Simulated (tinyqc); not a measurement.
Temperatures in a stack of 3 dies with leakage feedback: one step of the calculation.

One-dimensional heat flow to a sink below die 0. The power of each die is released in a plane at its top; from the plane of die j > 0 heat crosses its silicon (ts), a bond layer and the wiring of die j - 1; from die 0 it crosses t0, paste and sink. Copper shares the path through bond and wiring in parallel: k_eff = fm km + (1 - fm) k. Silicon is taken at the temperature of the plane above it. Leakage is P_l exp((T - 350 K)/Tl).

Task. Resistances per area at 300 K. R = thickness/conductivity for each layer.

Values chosen for this exercise; conductivities of the order met in silicon, wiring layers, bonds and pastes: conductivity of silicon at 300 K k0 = 145 W/(m K); thickness of a thinned die ts = 50 um; thickness of the die next to the sink t0 = 500 um; thickness of the wiring layers tb = 10 um; conductivity of the wiring layers kb = 3.7 W/(m K); thickness of a bond layer tg = 20 um; conductivity of the bond dielectric kg = 1.6 W/(m K); area share of copper through bond and wiring fm = 0.2; conductivity of copper km = 390 W/(m K); paste and lid Rt = 0.26 K cm^2/W; heat sink Rs = 0.51 K cm^2/W.

Wanted: thick die; thinned die; k_eff of the bond; k_eff of the wiring; bond plus wiring; paste plus sink.

Result.

thick die = 0.034483 K cm^2/W
thinned die = 0.0034483 K cm^2/W
k_eff of the bond = 79.280 W/(m K)
k_eff of the wiring = 80.960 W/(m K)
bond plus wiring = 0.0037579 K cm^2/W
paste plus sink = 0.77000 K cm^2/W

Computed by the program tinyqc: `OMP_NUM_THREADS=1 python tinyqc.py 2162243 2162244 out.jsonl`, one thread of a shared Intel Xeon 2.30GHz, about 0.03 s for the whole run.
